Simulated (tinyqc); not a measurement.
Inside a calculation. Method: G0W0 on RHF in the 3-21g basis, for H2, spin multiplicity 1. One step of it, computed by the program tinyqc.

Question. Screening: direct RPA. With D = e_a - e_i and K = (ia|jb): diagonalise D^(1/2) (D + 4K) D^(1/2) = Z w^2 Z^T; X + Y = D^(1/2) Z w^(-1/2), each column of Z with its largest component positive (the first on a tie); E_c = (sum w - tr (D + 2K)) / 2.

orbital energies (hartree): MO1 -0.574157, MO2 0.245930, MO3 0.954249, MO4 1.456590

Two-electron integrals over orbitals (pq|rs), unique and non-zero (hartree):
```
(11|11) 0.631561    (21|21) 0.095551    (22|11) 0.456814    (22|22) 0.413079
(31|11) 0.157817    (31|22) 0.059869    (31|31) 0.109727    (32|21) -0.010175
(32|32) 0.034785    (33|11) 0.552443    (33|22) 0.413358    (33|31) 0.131170
(33|33) 0.507216    (41|21) -0.080615   (41|32) -0.033671   (41|41) 0.124978
(42|11) -0.142219   (42|22) -0.062739   (42|31) -0.079618   (42|33) -0.112912
(42|42) 0.075286    (43|21) -0.102315   (43|32) -0.015009   (43|41) 0.127139
(43|43) 0.153230    (44|11) 0.644712    (44|22) 0.469091    (44|31) 0.196006
(44|33) 0.580597    (44|42) -0.170115   (44|44) 0.723015
```

Give: D^(1/2) (D + 4K) D^(1/2); excitation energies w; X + Y; RPA correlation energy.

Answer.

D^(1/2) (D + 4K) D^(1/2) (hartree^2), lower triangle:
```
         1>2     1>3     1>4
1>2   0.9860
1>3   0.0000  3.0069
1>4  -0.4161  0.0000  5.1391
```

excitation energies w (hartree): 0.9720  1.7340  2.2761

X + Y:
```
          1       2        3
1>2  0.9141  0.0000  -0.0593
1>3  0.0000  0.9388   0.0000
1>4  0.1427  0.0000   0.9400
```

RPA correlation energy = -0.028858 hartree
